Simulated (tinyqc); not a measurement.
Pariser-Parr-Pople SCF with singles CI, for the molecule C=CC=CC=CC=C (SMILES; centres numbered as the heavy atoms are written), step by step. One step of it, computed by the program tinyqc.

Problem. Iteration 1: orbitals and new P. Diagonalise F (the basis is taken as orthonormal) and form P = 2 sum c c over the lowest orbitals.

F (eV), lower triangle:
```
           1C         2C         3C         4C         5C         6C         7C         8C
1C  -5.595000
2C  -4.974141  -5.595000
3C   0.000000  -3.992859  -5.595000
4C   0.529026   0.000000  -4.695870  -5.595000
5C   0.000000   0.149805   0.000000  -4.083304  -5.595000
6C  -0.256275   0.000000   0.480146   0.000000  -4.695870  -5.595000
7C   0.000000  -0.033035   0.000000   0.149805   0.000000  -3.992859  -5.595000
8C   0.168323   0.000000  -0.256275   0.000000   0.529026   0.000000  -4.974141  -5.595000
```

pi electrons, sum of z_r less the charge = 8

Give: orbital energies; P after iteration 1.

Solution.

orbital energies (eV): -13.526  -12.441  -10.694  -8.312  -2.878  -0.496  1.251  2.336

P after iteration 1, lower triangle:
```
        1C      2C      3C      4C      5C     6C     7C     8C
1C   1.000
2C   0.887   1.000
3C   0.000   0.453   1.000
4C  -0.357   0.000   0.793   1.000
5C   0.000  -0.083   0.000   0.486   1.000
6C   0.232   0.000  -0.334   0.000   0.793  1.000
7C   0.000   0.024   0.000  -0.083   0.000  0.453  1.000
8C  -0.177   0.000   0.232   0.000  -0.357  0.000  0.887  1.000
```
